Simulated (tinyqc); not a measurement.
X-ray photoelectron analysis of a thin oxide on a semiconductor: attenuation lengths, thickness, angle series and band offsets: one step, computed by the program tinyqc.

The same element is seen in the oxide and in the substrate, at nearly the same kinetic energy; films are flat and uniform, and the work function is ignored.

Task: Peak ratio. R_0 = (rho_o/M_o) L_o/((rho_s/M_s) L_s); peak ratio R = I_ox/I_sub = R_0 [exp(d/(L_o cos theta)) - 1]; hence d = L_o cos theta ln(1 + R/R_0). A carbon layer weakens both peaks alike, by exp(-d_C/(L_o cos theta)) if its L is taken equal to L_o. This R_0 leaves out intrinsic losses from the substrate peak, so calibrated values can be larger.

Inputs (values chosen for the exercise, modelled on SiO2 on silicon):

| quantity | value | unit |
|---|---|---|
| oxide density | 2.23 | g/cm^3 |
| oxide formula mass | 60.08 | g/mol |
| substrate density | 2.33 | g/cm^3 |
| substrate formula mass | 28.09 | g/mol |
| oxide thickness d | 5 | nm |
| emission angle from the normal | 45 | degrees |
| carbon overlayer | 0.31 | nm |

L in the oxide = 3.624902 nm

L in the substrate = 2.873477 nm

Give: R_0; d/(L_o cos theta); ratio R; oxide share of the counts; attenuation by carbon; depth 3 L_o cos theta.

Result:

R_0 = 0.56449

d/(L_o cos theta) = 1.9507

ratio R = 3.4059

oxide share of the counts = 0.77303

attenuation by carbon = 0.88608

depth 3 L_o cos theta = 7.6896 nm
